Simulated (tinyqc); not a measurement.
Changing the backscatter range beta: electron-beam lithography: double-Gaussian proximity function, edge placement and dose correction for parallel lines. Computed by tinyqc, a small Python program. Command: `OMP_NUM_THREADS=1 python tinyqc.py 3111237 3111238 out.jsonl proximity sweep`. One thread of a shared host (Intel(R) Xeon(R) Processor @ 2.30GHz), about 0.01 s of CPU time with the checks.

Lines are infinitely long. Absorbed energy is counted so that the middle of a very large area written at dose 1 receives 1; the resist develops where it exceeds 1/2.

Inputs (values chosen for the exercise, of the order of those for 10 keV electrons in resist on silicon): forward range alpha = 0.025 micrometre; backscatter ratio eta = 0.75.

line widths (micrometre): [1.4, 0.091, 0.03, 1.8]

gaps between the lines (micrometre): [0.076, 0.3, 0.076]

Method:
- The first line starts at x = 0; each next one starts after the width and the gap.
- f(r) = [exp(-r^2/alpha^2)/alpha^2 + eta exp(-r^2/beta^2)/beta^2]/(pi (1 + eta)). A line from a to b at dose d gives E(x) = d [S(alpha) + eta S(beta)]/(1 + eta), S(s) = [erf((b - x)/s) - erf((a - x)/s)]/2.
- M_ij is the mean of E at the two edges of line i from line j at dose 1.
- Uncorrected edge energies are M 1. Solve M d = 1/2 for the doses d that put the mean edge energy of every line at the threshold.

One run for each value:
```
backscatter range beta (micrometre),largest over smallest dose
0.19,1.4370
0.34,1.2302
0.59,1.1029
1.00,1.2195
1.80,1.2470
3.10,1.1061
5.50,1.0960
9.60,1.0980
```

Describe the trends.

Over the rows, largest over smallest dose lies between 1.10 and 1.44 without a single trend.

Extremes, crossings and ranges named in words are read from the listed rows.
